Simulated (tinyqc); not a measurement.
From completion temperature T_f back to activation energy E of K: growth of a silicide layer between metal and silicon: linear-parabolic kinetics, ramp anneals and Kissinger analysis. Computed by tinyqc, a small Python program. Command: `OMP_NUM_THREADS=1 python tinyqc.py 3010572 3010573 out.jsonl silicide inv`. One thread of a shared host (Intel(R) Xeon(R) Processor @ 2.30GHz), about 0.2 s of CPU time with the checks.

One compound layer of thickness x grows by diffusion through itself and reaction at an interface, dx/dt = 1/(2x/K + 1/v), until the metal is used up at x = a h.

Inputs (values chosen for the exercise, modelled on TiSi2):
```
quantity                                 value    unit
metal thickness h                           50      nm
silicide formed per metal thickness a     2.51       -
prefactor of the parabolic constant K  1.2e+11  nm^2/s
prefactor of the interface velocity v  2.8e+11    nm/s
activation energy E_v                     1.97      eV
ramp rate beta                               3     C/s
```

Constants: k_B = 8.617333262e-05 eV/K.

Method:
- The silicide ends at the thickness a h.
- K = K0 exp(-E/(k_B T)), v = v0 exp(-E_v/(k_B T)).
- Temperatures in kelvin are T(C) + 273.15.
- Ramp from x = 0 at 100 C at the rate beta: dx/dT = (1/beta)/(2x/K + 1/v), integrated adaptively (tolerance 1e-9) until x = a h at T_f.

Problem. A run gave the result below. Find the activation energy E of K, known to lie between 1.1 and 2.7 eV.

completion temperature T_f = 834.368 C

Solution.

Each step takes the trial c = (a f_b - b f_a)/(f_b - f_a), f being the result less the target and a, b, c the logarithms of the listed values; c replaces end b, the old b replaces a if the sign of f changed, and otherwise f_a is halved.

Scan of the range:
```
activation energy E of K (eV)  completion temperature T_f (C)
1.10                                                   678.47
1.28                                                   680.27
1.48                                                   698.66
1.72                                                   797.82
2.00                                                   959.42
2.32                                                  1146.31
2.70                                                  1366.88
```

False position (Illinois rule, in the logarithm of the input) inside the bracket:
```
step    end a    end b    trial  completion temperature T_f (C)
1     1.72000  2.00000  1.77968                         831.330
2     2.00000  1.77968  1.78461                         834.147
3     2.00000  1.78461  1.78533                         834.557
4     1.78461  1.78533  1.78500                         834.368
5     1.78533  1.78500  1.78500                         834.368
```

Completion temperature T_f rises at every point of a 13-point scan of the range (every second point is shown), so one value fits; it is bracketed by 1.72 and 2.00. Answer: activation energy E of K = 1.785 eV.
